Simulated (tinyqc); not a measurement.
Splitting against the number of planes: valley splitting in a one-orbital chain of atomic planes (second-neighbour model).

Each (001) plane carries one orbital with energy e0, hopping v to the next plane and u to the second: E(phi) = e0 + 2 v cos(phi) + 2 u cos(2 phi), where phi = pi - k a/4 (the sign of every second orbital is chosen so that v > 0, which shifts the phase by pi). The minimum lies at cos(phi0) = -v/(4u), phi0 = pi - (pi/2) k0 for a valley at k0 (2 pi/a), and e0 puts it at zero. A slab of N planes has hard walls: the matrix simply ends.

Constants: hbar^2/2m0 = 3.80998211 eV angstrom^2.

Parameters, chosen for this exercise (out of a larger set: near those of the Delta valleys of silicon; abrupt walls in this chain split the valleys several times more than measured wells; not measured data):
- a = 5.435 angstrom (lattice constant; planes lie a/4 apart)
- ml = 0.908 m0 (longitudinal mass)
- N0 = 49 (first number of planes)

u = 0.597430 eV
v = 0.528625 eV
e0 = 1.311796 eV
phi0 = 1.793849 rad

Ten slabs from N0 on, of thickness (N - 1) a/4 between the outer planes. Effective mass: E1 = (c/ml)(pi/W)^2 with W = (N + 2) a/4: the amplitude vanishes on two missing planes at each end, and the envelope has its nodes N + 2 spacings apart. Large-N estimate of the splitting: 16 pi^2 u |sin(phi0) sin((N + 2) phi0)|/(N + 2)^3.

Doublet (meV):
```
N   thickness (angstrom)  mean level  effective mass  splitting  estimate
49                 65.22        8.61            8.62      0.271     0.257
50                 66.58        8.29            8.30      0.529     0.539
51                 67.94        7.98            7.99      0.462     0.454
52                 69.30        7.68            7.69      0.280     0.291
53                 70.66        7.41            7.42      0.531     0.529
54                 72.01        7.14            7.15      0.029     0.039
55                 73.37        6.90            6.90      0.489     0.491
56                 74.73        6.66            6.67      0.179     0.171
57                 76.09        6.44            6.44      0.366     0.371
58                 77.45        6.23            6.23      0.315     0.311
```

What does the comparison show?

The mean level falls smoothly, from 8.6 to 6.2 meV, within 0.2 % of the effective-mass value. The splitting swings between 0.029 (N = 54) and 0.531 meV (N = 53): one plane more or less changes the phase between the two walls by phi0 = 1.794 rad. The estimate misses the computed values by at most 0.013 meV.

Computed by tinyqc, a small Python program: `OMP_NUM_THREADS=1 python tinyqc.py 1450879 1450880 out.jsonl` (the numbers bound the seed that draws the inputs); one thread of a shared host (Intel(R) Xeon(R) Processor @ 2.30GHz), about 0.01 s for the whole set of steps.
